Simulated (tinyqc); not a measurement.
Worked calculation: Ewald sum of point charges, caesium chloride, strained along z by a factor 1.19, lattice. Computed by tinyqc, a small Python program that keeps every step. Command: `OMP_NUM_THREADS=1 python tinyqc.py 25046 25047 out.jsonl` (the two numbers bound the seeds that draw the settings). One thread of a shared host (Intel(R) Xeon(R) Processor @ 2.60GHz), about 0.06 s of CPU time with the checks.

## Ewald sum with eta = 0.319 1/bohr

cell vectors (rows) (bohr):
```
           1          2          3
1  12.430000   0.000000   0.000000
2   0.000000  12.430000   0.000000
3   0.000000   0.000000  14.792000
```

Charges:

| q | f1 | f2 | f3 |
|---|---|---|---|
| 2.000000 | 0.000000 | 0.000000 | 0.000000 |
| -2.000000 | 0.500000 | 0.500000 | 0.500000 |

Real space: 1/2 sum q_i q_j erfc(eta r)/r over all images with r > 0; reciprocal space: (2 pi/V) sum_(G != 0) exp(-G^2/4 eta^2)/G^2 |S(G)|^2 with S(G) = sum q exp(i G.r); self term -eta/sqrt(pi) sum q^2; background -pi Q^2/(2 V eta^2), Q the total charge.

Real-space shells (first ones):

| r (bohr) | pairs | sum (hartree) |
|---|---|---|
| 11.487091 | 16 | -6.11e-07 |
| 12.430000 | 8 | 2.64e-08 |
| 14.792000 | 4 | 1.35e-11 |
| 17.578675 | 8 | 0 |

Reciprocal shells (first ones that count):

| G^2 (1/bohr^2) | vectors | sum (hartree) |
|---|---|---|
| 0.180429 | 2 | 0.313002 |
| 0.255516 | 4 | 0.367580 |
| 0.691460 | 8 | 0.093090 |
| 0.977231 | 8 | 0.032641 |
| 1.202491 | 8 | 0.015253 |
| 1.277578 | 8 | 0.011938 |
| 1.623860 | 2 | 0.001003 |
| 1.999294 | 16 | 0.002591 |
| 2.134891 | 8 | 0.000869 |
| 2.224554 | 8 | 0.000669 |
| 2.299641 | 4 | 0.000269 |
| 2.645922 | 8 | 0.000200 |

## The total does not depend on eta

The same sums for other eta.

Totals (hartree per cell):

| eta | real | reciprocal | self | background | total |
|---|---|---|---|---|---|
| 0.319000 | -5.84e-07 | 0.839603 | -1.439812 | 0.000000 | -0.60020921 |
| 0.383000 | -1.35e-09 | 1.128468 | -1.728677 | 0.000000 | -0.60020921 |
| 0.517000 | 0 | 1.733279 | -2.333488 | 0.000000 | -0.60020921 |

shortest distance = 11.487091 bohr

Madelung constant -E d / (formula units |q+ q-|) = 1.723664
